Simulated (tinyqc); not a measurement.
Signal and retention of a DRAM cell: effect of temperature.

A stored one starts at Vd and leaks: Cs dV/dt = -I(V), I = a sqrt((V + Vb)/(Vd + Vb)) + b, with a = Ig exp[-(Eg1 q/kB)(1/T - 1/T0)] (generation in a depletion layer) and b = Is exp[-(Es q/kB)(1/T - 1/T0)]. The bit line is precharged to Vd/2, and charge sharing gives the signal (V - Vd/2) Cs/(Cs + Cb).

The cell fails below Vc = Vd/2 + dm (Cs + Cb)/Cs. With s = sqrt((Vc + Vb)/(Vd + Vb)), the time from Vd to Vc is t = [2 Cs (Vd + Vb)/a] [1 - s - (b/a) ln((a + b)/(a s + b))]. This time is the median of a log-normal spread: failing cells = Nc erfc(z/sqrt 2)/2, z = ln(t/tr)/sg.

Parameters, values chosen for the exercise:

| symbol | value | unit | meaning |
|---|---|---|---|
| Vd | 1.3 | V | array voltage |
| Cs | 19 | fF | cell capacitance |
| Cb | 68 | fF | bit-line capacitance |
| dm | 67 | mV | smallest signal that the sense amplifier resolves |
| Vb | 1.62 | V | built-in plus back-bias voltage of the storage junction |
| Ig | 0.65 | fA | junction leakage at V = Vd and T0 |
| Is | 0.064 | fA | voltage-independent leakage at T0 |
| Es | 0.29 | eV | activation energy of Is |
| T0 | 358 | K | reference temperature |
| sg | 0.59 |  | deviation of ln(retention time) over the cells |
| Nc | 1.72e10 |  | cells |
| tr | 32 | ms | refresh interval |
| Eg1 | 0.64 | eV | activation energy of Ig |

Constants: q = 1.602176634e-19 C, kB = 1.380649e-23 J/K. Results are converted to the units shown.

Effect of temperature:
```
T (K),a (fA),b (fA),retention time (s),failing cells
298,0.009974,0.009643,337.6,1.272e-45
318,0.04782,0.01962,98.81,2.655e-32
338,0.1905,0.03670,29.45,5.173e-21
358,0.6500,0.06400,9.392,5.123e-12
368,1.142,0.08263,5.479,2.462e-8
378,1.948,0.1052,3.270,3.816e-5
398,5.229,0.1646,1.246,4.668
```

The retention time falls from 338 to 1.25 s, halving every 14.4 K at the hot end. Its apparent activation energy goes from 0.502 to 0.626 eV, between Es = 0.29 and Eg1 = 0.64 eV, as the share of a in the leakage grows from 50.8 to 96.9 %.

Range of the model: Real arrays also hold a tail of unusually leaky cells and cells whose retention varies in time, which this model lacks.

Numbers from tinyqc (`OMP_NUM_THREADS=1 python tinyqc.py 2130160 2130161 out.jsonl`; about 0.01 s on one thread of a shared Intel Xeon 2.30GHz).
